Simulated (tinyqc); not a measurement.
# Space-charge-limited current with shallow traps, step by step

tinyqc, about 0.01 s, one thread, Intel Xeon 2.30GHz (shared host): `OMP_NUM_THREADS=1 python tinyqc.py 2370034 2370035 out.jsonl` Printed values are rounded.

One carrier type, drift only, an injecting contact at x = 0 (zero field) and thickness L. The share th = y/(1 + y), y = (Nc/Nt) exp(-Et/kB T), of the injected charge is free: J = q mu n F, eps0 eps_r dF/dx = q (n - n0)/th.

Inputs (values chosen for the exercise):
```
symbol   value        unit                              meaning
T          300           K                          temperature
eps_r     12.2                            relative permittivity
mu        0.88  cm^2/(V s)                             mobility
L        12000          nm                            thickness
Nc      9.6e19       cm^-3               band density of states
Nt        1e15       cm^-3                         trap density
Et        0.44          eV                           trap depth
n0      2.7e10       cm^-3  free carrier density in equilibrium
V          3.7           V                              voltage
```

Constants: q = 1.602176634e-19 C, kB = 1.380649e-23 J/K, Vt = kB T/q, eps0 = 8.8541878128e-14 F/cm where lengths are in cm. Results are converted to the units shown.

Range of the model: Diffusion and a field-dependent mobility are left out. With injecting contacts the diffusion current, about 4 pi^2 Vt th eps0 eps_r mu V/L^3, equals the Mott-Gurney current at V = 35 kB T/q (0.9 V at 300 K), so the drift-only result needs V well above that.

## Limits and characteristic voltages

Ohmic J = q n0 mu V/L; Mott-Gurney J = (9/8) th eps0 eps_r mu V^2/L^3; they cross at Vx = 8 q n0 L^2/(9 th eps0 eps_r); traps fill at V_TFL = q Nt L^2/(2 eps0 eps_r).

th = 0.00388068
ohmic J = 1.17375e-5 A/cm^2
Mott-Gurney J = 3.28785e-5 A/cm^2
Vx = 1.32089 V
V_TFL = 106.791 V

## The exact current

Exact: with u = n0/n(L), w = -u - ln(1 - u) and v = -u - u^2/2 - ln(1 - u), V = (q n0 L^2/(th eps0 eps_r)) v/w^2 and J = q^2 n0^2 mu L/(th eps0 eps_r w). v/w^2 falls steadily with u, so u follows by bisection.

v/w^2 = 2.48990
u = 0.402354
w = 0.112403
J = 4.19390e-5 A/cm^2
exit field over V/L = 1.43764

J is 6.0 % below the plain sum of the two limits; the exit field lies between the ohmic 1 and the Mott-Gurney 1.5.
